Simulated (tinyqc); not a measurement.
Hot carriers by balance equations with a heated Maxwellian: one step, computed by the program tinyqc.

The carriers follow a Maxwellian at an electron temperature T_e, slightly displaced; the drift energy is neglected against k_B T_e. The balance averages the rate, not the time, so mu_0 lies below the relaxation-time value.

Question. Drift velocity. Parabolic band: E = hbar^2 k^2/(2 m), speed v = hbar k/m, states per spin, volume and energy g(E) = m k/(2 pi^2 hbar^2). Masses are multiplied by m_0 and all formulas are in SI units. Phonon occupation N_q = 1/(exp(hbar w/(k_B T)) - 1). Acoustic deformation potential (elastic, equipartition, absorption and emission together): 1/tau = 2 pi k_B T D_A^2 g(E)/(hbar rho v_l^2). Optical or intervalley deformation potential: 1/tau = (pi Z_f D_o^2/(rho w)) [N_q g(E + hbar w) + (N_q + 1) g(E - hbar w)], with g = 0 below the band edge. Averages over the Maxwellian, <y> = int y x^(1/2) exp(-x) dx / int x^(1/2) exp(-x) dx with x = E/(k_B T_e), split at x_0 = hbar w/(k_B T_e): 64 Gauss-Legendre points in sqrt(x) below it and 128 in sqrt(x - x_0) above it, up to x = 32. Momentum balance: mu(T_e) = e/(m nu), nu = <x (sum of rates)>/<x>. Power lost per carrier: P(T_e) = hbar w <emission rate - absorption rate> + <(2 m v_l^2/(k_B T)) (E - 2 k_B T) acoustic rate>. v = mu(T_e) F; warm-carrier coefficient (mu/mu_0 - 1)/F^2.

Inputs (values chosen for the exercise, for a model non-polar semiconductor):

| quantity | value | unit |
|---|---|---|
| effective mass m | 0.587 | m_0 |
| density rho | 6410 | kg/m^3 |
| sound velocity v_l | 11800 | m/s |
| acoustic deformation potential D_A | 9.7 | eV |
| phonon energy hbar w | 59.7 | meV |
| optical or intervalley deformation potential D_o | 7.5 | 1e8 eV/cm |
| final valleys Z_f | 3 | - |
| lattice temperature T | 300 | K |
| electric field F | 2.2 | kV/cm |

Band: parabolic. Solver: damped fixed point.

electron temperature T_e = 308.7208 K

low-field mobility mu_0 = 674.3995 cm^2/(V s)

Constants: k_B = 8.617333262e-05 eV/K; k_B = 1.380649e-23 J/K; e = 1.602176634e-19 C; hbar = 1.054571817e-34 J s; m_0 = 9.1093837015e-31 kg; hbar = 6.582119569e-16 eV s.

Give: mobility mu(T_e); drift velocity; mu/mu_0; (mu/mu_0 - 1)/F^2.

Answer.

mobility mu(T_e) = 653.3 cm^2/(V s)

drift velocity = 0.1437 1e7 cm/s

mu/mu_0 = 0.9687

(mu/mu_0 - 1)/F^2 = -0.006462 cm^2/kV^2

Caution: the drift energy m v^2/2 is not small against the heating (3/2) k_B (T_e - T), so T_e - T is rough.
